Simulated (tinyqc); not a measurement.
## Gate voltage for a wanted density

Inverse problem. A HEMT has a barrier of thickness d, permittivity eb and off voltage Voff; energies are counted from the channel band edge at the interface. F = q (eta ns + Nb)/(eps0 ec) in eV/nm; E_k = a_k (C F^2/me)^(1/3), a_0 = 2.338107, a_1 = 4.087949, C = hbar^2/(2 m0); D = me m0 q/(pi hbar^2); ns = D Vt [ln(1 + exp((EF - E_0)/Vt)) + ln(1 + exp((EF - E_1)/Vt))], which gives EF = E_0 + Vt ln{2 s/[(1 + u) + sqrt((1 + u)^2 + 4 u s)]} with s = exp(ns/(D Vt)) - 1, u = exp((E_0 - E_1)/Vt). Charge control: ns + Nb = eps0 eb (Vg - Voff - EF)/(q d). Find E_0, E_1, EF and the Vg that gives this ns.

Values chosen for this exercise; material values close to those of AlGaN on GaN:
```
symbol,value,unit,meaning
T,77,K,temperature
d,13,nm,barrier thickness
me,0.21,m0,electron mass in the channel
ec,9.7,,relative permittivity of the channel
eta,0.6,,share of ns that counts in the confining field
Nb,9.4e10,cm^-2,depletion charge of the buffer
```

Constants: q = 1.602176634e-19 C, kB = 1.380649e-23 J/K, hbar = 1.054571817e-34 J s, m0 = 9.1093837015e-31 kg, Vt = kB T/q, eps0 = 8.8541878128e-14 F/cm where lengths are in cm, hbar^2/(2 m0) = 0.0380998212 eV nm^2. Results are converted to the units shown.

ns = 1.24e12 cm^-2
eb = 9.5572000
Voff = -3.2241463 V

Solution. In this direction nothing needs iterating: ns fixes the field, the levels and EF, and the charge-control relation gives Vg.

E_0 = 0.08275 eV
E_1 = 0.1447 eV
EF = 0.09605 eV
Vg = -2.800 V

Program tinyqc, `OMP_NUM_THREADS=1 python tinyqc.py 2180160 2180161 out.jsonl`; Intel Xeon 2.30GHz, shared host, one thread, about 0.04 s.
